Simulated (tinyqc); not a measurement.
Electron continuity equation in a given potential, Scharfetter-Gummel discretisation: three discretisations compared.

Steady state in one dimension: J = q mu n E + q D dn/dx with E = -dpsi/dx and D = mu Vt, dJ/dx = q (n/tau - G), fixed densities nL and nR at the ends. The potential is given, psi = U x/L - Ub exp(-((x/L - xb)/sb)^2), and is not changed by the electrons.

9 equal intervals. Fluxes J_i = (q D/h)(n_(i+1) P_i - n_i Q_i), d_i = (psi_(i+1) - psi_i)/Vt: Scharfetter-Gummel P = B(d), Q = B(-d), B(d) = d/(exp(d) - 1); central P = 1 - d/2, Q = 1 + d/2; upwind P = 1 + max(-d, 0), Q = 1 + max(d, 0). Balance at each inner node: J_i - J_(i-1) = q h (n_i/tau - G). The reference is Scharfetter-Gummel on 1800 intervals.

Inputs (values chosen for the exercise); mobility close to that of indium phosphide at room temperature:
```
symbol    value        unit                                            meaning
T           300           K                                        temperature
mu         4950  cm^2/(V s)                                  electron mobility
L           0.2          um                               length of the region
nL       1.8e13       cm^-3                                   density at x = 0
nR       3.8e12       cm^-3                                   density at x = L
tau     4.1e-13           s                                           lifetime
G        3.5e24  cm^-3 s^-1                            uniform generation rate
U          0.32           V               potential difference psi(L) - psi(0)
Ub          0.2           V  depth of the dip in psi (a barrier for electrons)
xb          0.4                                 position of the barrier over L
sb         0.14                                    width of the barrier over L
```

Constants: q = 1.602176634e-19 C, kB = 1.380649e-23 J/K, Vt = kB T/q. Results are converted to the units shown.

Densities (cm^-3):

| node | Scharfetter-Gummel | central | upwind | reference |
|---|---|---|---|---|
| 0 | 1.800e13 | 1.800e13 | 1.800e13 | 1.800e13 |
| 1 | 4.593e13 | 8.594e13 | 3.075e13 | 4.673e13 |
| 2 | 3.871e13 | 9.083e13 | 2.216e13 | 4.070e13 |
| 3 | 1.129e12 | -1.460e13 | 3.954e12 | 1.363e12 |
| 4 | 2.303e11 | -2.335e12 | 9.926e11 | 1.484e11 |
| 5 | 4.576e11 | -3.430e12 | 1.899e12 | 2.379e11 |
| 6 | 1.040e12 | -9.558e12 | 3.272e12 | 7.122e11 |
| 7 | 1.289e12 | -9.595e12 | 3.477e12 | 9.868e11 |
| 8 | 1.784e12 | -7.122e12 | 3.520e12 | 1.553e12 |
| 9 | 3.800e12 | 3.800e12 | 3.800e12 | 3.800e12 |

What do the numbers show?

Largest errors as a share of the largest reference density listed: Scharfetter-Gummel 4.2 %, central 110 %, upwind 40 %. The largest |d| is 6.12. Central differences give 6 negative value(s), since P or Q changes sign once |d| exceeds 2. Upwinding stays positive but acts as if D were larger by the factor 1 + |d|/2, up to 4.06 here.

Range of the model: The drift velocity mu E exceeds 1e7 cm/s somewhere, where real mobilities no longer stay constant.

Program tinyqc, `OMP_NUM_THREADS=1 python tinyqc.py 2220004 2220005 out.jsonl`; Intel Xeon 2.30GHz, shared host, one thread, about 0.01 s.
